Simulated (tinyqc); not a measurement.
Which input was changed? Model: a particle near a wafer in liquid: double-layer and van der Waals forces (DLVO), deposition barrier and removal. Computed by tinyqc, a small Python program. Command: `OMP_NUM_THREADS=1 python tinyqc.py 3110413 3110414 out.jsonl dlvo which`. One thread of a shared host (Intel(R) Xeon(R) Processor @ 2.30GHz), about 0.03 s of CPU time with the checks.

Sphere and flat wall, Derjaguin approximation, constant potentials in the linear-superposition form, no retardation and no hydration force.

Inputs (values chosen for the exercise, of the order of those for ceria on silica in water):
```
quantity                             value   unit
particle radius R                      190     nm
Hamaker constant A                 1.4e-20      J
potential of the particle psi_1        -32     mV
potential of the wafer psi_2           -33     mV
salt concentration c               0.00026  mol/L
valence z of the symmetric salt          1      -
temperature T                          298      K
dielectric constant of the liquid     78.4      -
contact distance h0                    0.4     nm
contact radius over R                 0.04      -
viscosity                             0.52  mPa s
```

Constants: e = 1.602176634e-19 C; N_A = 6.02214076e+23 1/mol; eps_0 = 8.8541878128e-12 F/m; k_B = 1.380649e-23 J/K; k_B = 8.617333262e-05 eV/K.

Method:
- kappa^2 = 2 z^2 e^2 N_A (1000 c)/(eps eps_0 k_B T); gamma_i = tanh(z e psi_i/(4 k_B T)); Z = 64 pi eps eps_0 (k_B T/(z e))^2 gamma_1 gamma_2.
- U(h) = Z R exp(-kappa h) - A R/(6 h); F(h) = -dU/dh = kappa Z R exp(-kappa h) - A R/(6 h^2), positive for repulsion.
- F = 0 reads x^2 exp(-x) = y with x = kappa h and y = A kappa/(6 Z); the left side peaks at x = 2 with 4/e^2 = 0.5413, so roots exist for smaller y: x < 2 is the barrier, x > 2 the secondary minimum.
- Adhesion F_a = A R/(6 h0^2) [1 + a^2/(R h0)] - kappa Z R exp(-kappa h0), a the contact radius. Drag in a shear flow F_d = 1.7 x 6 pi mu R^2 G, acting at 1.4 R; rolling starts when 1.4 R F_d = a F_a. Wall shear stress = mu G.

Problem. One of these inputs alone was changed, within the range given: particle radius R (95 to 380); potential of the particle psi_1 (-64 to -16); contact distance h0 (0.2 to 0.8); contact radius over R (0.02 to 0.08). Which one, and to what value?

Results:
```
run     wall shear stress for rolling (Pa)  net adhesion F_a (pN)  barrier height (k_B T)
before                            118.3441               4791.504                305.9875
after                              82.2172               4084.418                305.9875
```

Solution.

Each candidate set to reproduce wall shear stress for rolling, and what it then gives:
```
candidate                             range searched  value needed  net adhesion F_a (pN)  barrier height (k_B T)
particle radius R (nm)                     95 to 380  out of reach                      -                       -
potential of the particle psi_1 (mV)      -64 to -16  out of reach                      -                       -
contact distance h0 (nm)                  0.2 to 0.8        0.4637                 3328.8                  305.99
contact radius over R                   0.02 to 0.08       0.03260                 4084.4                  305.99
```

Only contact radius over R fits every result: it went from 0.04 to 0.0326. The next best candidate, contact distance h0, misses one result by 19 %.
